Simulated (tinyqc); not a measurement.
Input admittance of a MOSFET at zero drain bias: distributed channel and distributed gate: one step of the calculation.

Source and drain grounded, strong inversion, w = 2 pi f, Cox = eps0 eox/tox. The channel is an RC line of resistance 1/(mu Cox Vo) per square fed from both ends, so one finger has the intrinsic admittance y = i w Cox L tanh(g)/g per width, g = (1/2) sqrt(i w tau), tau = L^2/(mu Vo). The vertical resistance rv/L is in series with y, the overlaps 2 i w Cov in parallel: y_t = 1/(1/y + rv/L) + 2 i w Cov. The gate strip is a line of Rsh/L per length loaded by y_t, so a finger has Y = y_t Wf tanh(k)/k, k = (Wf/sd) sqrt(y_t Rsh/L); the device has Nf Y.

Task. Admittance of the channel and stack per width. tau, g, c = Cox L, y and y_t as defined.

Parameters, values chosen for the exercise; values of the order met in silicon radio-frequency transistors: relative permittivity of the gate insulator (close to zirconium oxide) eox = 25.6; insulator thickness tox = 6.6 nm; channel length L = 0.25 um; channel mobility mu = 120 cm^2/(V s); gate overdrive Vo = 0.58 V; vertical resistivity of the gate stack rv = 0 ohm um^2; overlap and fringe capacitance on each side Cov = 0.16 fF/um; frequency f = 5.2 GHz.

Constants: eps0 = 8.8541878128e-14 F/cm where lengths are in cm. Results are converted to the units shown.

Wanted: tau; g; c; y; y_t.

Result.

tau = 8.980 ps
g = 0.1915+0.1915i
c = 8.586 fF/um
y = 6.9+280.3i uS/um
y_t = 6.9+290.8i uS/um

w tau = 0.293, and Im y is 0.999 of w c.

Program tinyqc, `OMP_NUM_THREADS=1 python tinyqc.py 2262021 2262022 out.jsonl`; Intel Xeon 2.30GHz, shared host, one thread, about 0.01 s.
